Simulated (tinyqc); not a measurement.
Resistivity of narrow wires: free and nearly free electrons in a metal.

The cubic cell holds 4 atoms: n = 4 z/a^3, kF = (3 pi^2 n)^(1/3), EF = c kF^2/m, vF = 2 c kF/(m hbar), c = hbar^2/2m0; rs = (3/(4 pi n))^(1/3)/a0; D(EF) = 3 n/(2 EF).

Square wire of width w with grain size w: rho/rho0 = 1/(1 - 3 al/2 + 3 al^2 - 3 al^3 ln(1 + 1/al)) + (3/4) (1 - p) l/w, with al = (l/w) Rg/(1 - Rg) (Mayadas-Shatzkes plus the thick-wire form of Fuchs-Sondheimer); l = hbar kF/(n e^2 rho), e = 1.602176634e-19 C.

Constants: hbar^2/2m0 = 3.80998211 eV angstrom^2; hbar = 6.58211957e-16 eV s; a0 (Bohr radius) = 0.5291772105 angstrom.

Parameters, chosen for this exercise (near those of Al; shifted at random, so the results belong to these values and not to a real crystal):
- a = 4.07 angstrom (fcc lattice constant)
- z = 3 (free electrons an atom)
- m = 1.33 m0 (mass)
- rho = 2.91 micro-ohm cm (bulk resistivity)
- p = 0 (specularity of the surfaces)
- Rg = 0.59 (reflection at grain boundaries)

Wires:

| w (nm) | al | grain term (factor - 1) | surface term | rho (micro-ohm cm) |
|---|---|---|---|---|
| 200 | 0.099 | 0.145 | 0.052 | 3.48 |
| 100 | 0.199 | 0.285 | 0.104 | 4.04 |
| 50 | 0.397 | 0.560 | 0.207 | 5.14 |
| 30 | 0.662 | 0.921 | 0.345 | 6.59 |
| 20 | 0.993 | 1.369 | 0.518 | 8.40 |
| 14 | 1.419 | 1.941 | 0.739 | 10.71 |
| 7 | 2.838 | 3.840 | 1.479 | 18.39 |

Give the missing row, w (nm) = 10.

Computed row:
```
w (nm)     al  grain term (factor - 1)  surface term  rho (micro-ohm cm)
10      1.986                    2.701         1.035               13.78
```

l = 13.80 nm

At 7 nm the resistivity is 6.32 times the bulk value; grain boundaries add more (3.84 from grains, 1.48 from surfaces). It passes twice the bulk value between 50 and 30 nm. The surface formula is meant for w above l = 14 nm, so the rows below that are rough.

(tinyqc, `OMP_NUM_THREADS=1 python tinyqc.py 1680331 1680332 out.jsonl`, Intel(R) Xeon(R) Processor @ 2.30GHz, 1 thread, shared host, about 0.01 s.)
